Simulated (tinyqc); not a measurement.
Solubility, supersaturation, precipitation and gettering of an impurity in a silicon-like host: one step, computed by the program tinyqc.

The wafer was saturated at T1 and is then held at T.

Problem. Growing precipitates. Growing sinks: with y = r/r_f and y0 = r0/r_f, dy/dt = (1 - y^3)/(3 tau_f y), which integrates to t/tau_f = F(y) - F(y0), F(y) = (1/2) ln[(1 + y + y^2)/(1 - y)^2] - sqrt(3) arctan[(2y + 1)/sqrt(3)]; the share of the excess left is (1 - y^3)/(1 - y0^3), and C(t) = C_eq + (C0 - C_eq) x share.

Inputs (values chosen for the exercise, modelled on chromium in silicon):

| quantity | value | unit |
|---|---|---|
| temperature of saturation T1 | 1300 | K |
| anneal temperature T | 988 | K |
| initial sink radius r0 | 3.6 | nm |
| anneal time t | 1900 | s |

final radius r_f = 5.067601 nm

tau_f = 1115.404 s

C_eq(T) = 2.266533e+10 1/cm^3

C0 = 6.422619e+13 1/cm^3

Give: radius at t; share of the excess left; C(t) with growing sinks.

Solution.

radius at t = 4.805 nm

share of the excess left = 0.2301

C(t) with growing sinks = 1.480e+13 1/cm^3

77.0 % of the excess has precipitated. Caution: the barrier to homogeneous nucleation is below 35 k_B T for these inputs, so new precipitates would form and outnumber the fixed sinks assumed here.
